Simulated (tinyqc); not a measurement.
# Surface potential of a MOS transistor: implicit equation and explicit approximations: effects of single changes

p-type body, charge-sheet picture, depletion and inversion only, full ionisation (an idealisation for deep acceptors), Boltzmann statistics (rough once Na exp(x - xn) passes about Nc/7). In units of Vt: xg = (Vg - Vfb)/Vt, x = psi/Vt, G = gamma/sqrt(Vt), xn = (2 phiF + Vc)/Vt. The implicit equation is (xg - x)^2 = G^2 [x - 1 + exp(x - xn)] for x above about 3. Cox = eps0 eox/tox.

Inputs (values chosen for the exercise); band and dielectric values close to those of silicon:
- T = 300 K (temperature)
- Eg = 1.1 eV (band gap)
- eps_r = 11.7 (relative permittivity)
- Nc = 2.85e19 cm^-3 (conduction-band density of states at T)
- Nv = 2.62e19 cm^-3 (valence-band density of states at T)
- eox = 7.68 (relative permittivity of the gate insulator (close to silicon nitride))
- tox = 9.3 nm (insulator thickness)
- Na = 6.9e17 cm^-3 (acceptor density)
- Vfb = -0.55 V (flat-band voltage)
- Vc = 0 V (channel-body voltage)
- Vg = 1.3 V (gate-body voltage)

Constants: q = 1.602176634e-19 C, kB = 1.380649e-23 J/K, Vt = kB T/q, eps0 = 8.8541878128e-14 F/cm where lengths are in cm. Results are converted to the units shown.

Each table varies one quantity; the others keep the values above.

## Accuracy of the approximations against gate voltage

ni = sqrt(Nc Nv) exp(-Eg/(2 Vt)), Eg in volts; phiF = Vt ln(Na/ni); gamma = sqrt(2 q eps0 eps_r Na)/Cox; VT = Vfb + Vt (xn + G sqrt(xn - 1)). Depletion value a = 1 + [sqrt(G^2/4 + xg - 1) - G/2]^2; inversion value b = xn + ln[(xg - xn)^2/G^2 - xn + 1] and first guess y = min(a, b) - ln(1 + exp(-|a - b|)) if a > xn + 1, else b = y = a; one second-order correction with D = exp(y - xn), p = 2 (xg - y) + G^2 (1 + D), w = (xg - y)^2 - G^2 (y - 1 + D): z = y + 2 w/(p + sqrt(p^2 - 2 (2 - G^2 D) w)), or the Newton step z = y + w/p where the root is not real. N_inv = (Cox Vt G/q) [sqrt(x - 1 + exp(x - xn)) - sqrt(x - 1)] at the root. Lambert form (Cox m Vt/q) W0[(G/(2 m sqrt(xn - 1))) exp((Vg - VT)/(m Vt))], m = 1 + G/(2 sqrt(xn - 1)). Errors under 1e-4 mV, and the linear form below VT, are printed as 0.

Result of one run:
```
Vg (V)  psi (V)     x - xn  error of y (mV)  error of z (mV)  N_inv (cm^-2)  Cox (Vg - VT)/q (cm^-2)  Lambert form (cm^-2)
0.98    0.90733  -0.094957             6.04          -0.0124      3.7154e10                2.2048e10             3.7311e10
```

What becomes of these results when the gate-body voltage Vg is changed from 0.98 to 1.78 V, all else the same?

Result of the changed run:
```
Vg (V)  psi (V)  x - xn  error of y (mV)  error of z (mV)  N_inv (cm^-2)  Cox (Vg - VT)/q (cm^-2)  Lambert form (cm^-2)
1.78     1.0320  4.7291             6.92          -0.0994      2.9271e12                3.6730e12             2.9910e12
```

The whole series:
```
Vg (V)  psi (V)     x - xn  error of y (mV)  error of z (mV)  N_inv (cm^-2)  Cox (Vg - VT)/q (cm^-2)  Lambert form (cm^-2)
0.58    0.62385    -11.061          1.21e-4                0       7.8482e5                        0              4.8877e5
0.78    0.76662    -5.5381           0.0280                0       1.7648e8                        0              1.5170e8
0.98    0.90733  -0.094957             6.04          -0.0124      3.7154e10                2.2048e10             3.7311e10
1.18    0.97833     2.6512             14.5            -1.10      5.1515e11                9.3479e11             5.2846e11
1.38     1.0048     3.6744             10.8           -0.422      1.2670e12                1.8475e12             1.2982e12
1.58     1.0206     4.2857             8.32           -0.180      2.0838e12                2.7603e12             2.1321e12
1.78     1.0320     4.7291             6.92          -0.0994      2.9271e12                3.6730e12             2.9910e12
1.98     1.0411     5.0806             5.99          -0.0628      3.7849e12                4.5857e12             3.8630e12
2.18     1.0487     5.3737             5.32          -0.0432      4.6519e12                5.4985e12             4.7431e12
```

psi rises from 0.624 to 1.05 V and ends 5.4 Vt above 2 phiF + Vc. Among the rows the first guess is off by at most 14 mV (at Vg = 1.18 V) and the corrected value by at most 1.1 mV. In the last row the linear form is 18 % above N_inv and the Lambert form 2.0 % above it; in the first row the Lambert form is 38 % below it. For Vg = 1.18, 1.38, 1.58, 1.78, 1.98, 2.18 the electron quasi-Fermi level lies less than 2 Vt below the band edge at the surface, or above it, where degeneracy and confinement, left out, matter.

## Effect of the insulator thickness at fixed gate voltage

Same model as above.

Effect of the insulator thickness at fixed gate voltage:
```
tox (nm)  psi (V)   x - xn  error of y (mV)  error of z (mV)  N_inv (cm^-2)  Cox (Vg - VT)/q (cm^-2)  Lambert form (cm^-2)
3.1        1.0681   6.1236             10.5           -0.406      7.6556e12                1.0064e13             7.9825e12
4.2        1.0517   5.4907             10.0           -0.346      5.0413e12                6.6927e12             5.2276e12
5.8        1.0327   4.7546             10.0           -0.340      2.9834e12                4.0717e12             3.0778e12
7.9        1.0109   3.9119             11.0           -0.456      1.5432e12                2.2428e12             1.5854e12
11        0.97537   2.5369             13.7           -0.895      4.6392e11                8.1930e11             4.7467e11
15        0.87402  -1.3833             2.36         -2.92e-4      1.0492e10                        0             1.0265e10
20        0.69691  -8.2345          3.17e-3                0       1.2507e7                        0              8.5514e6
28        0.49714  -15.962                0                0         6575.2                        0                1343.2
```

As tox goes from 3.1 to 28, psi falls from 1.07 to 0.497 V, x - xn falls from 6.12 to -16.0 and N_inv falls from 7.66e12 to 6580 cm^-2. The Lambert form lies between 0.204 and 1.04 times N_inv. For tox = 3.1, 4.2, 5.8, 7.9, 11 the electron quasi-Fermi level lies less than 2 Vt below the band edge at the surface, or above it, where degeneracy and confinement, left out, matter.

Program tinyqc, `OMP_NUM_THREADS=1 python tinyqc.py 2122056 2122057 out.jsonl`; Intel Xeon 2.30GHz, shared host, one thread, about 0.01 s.
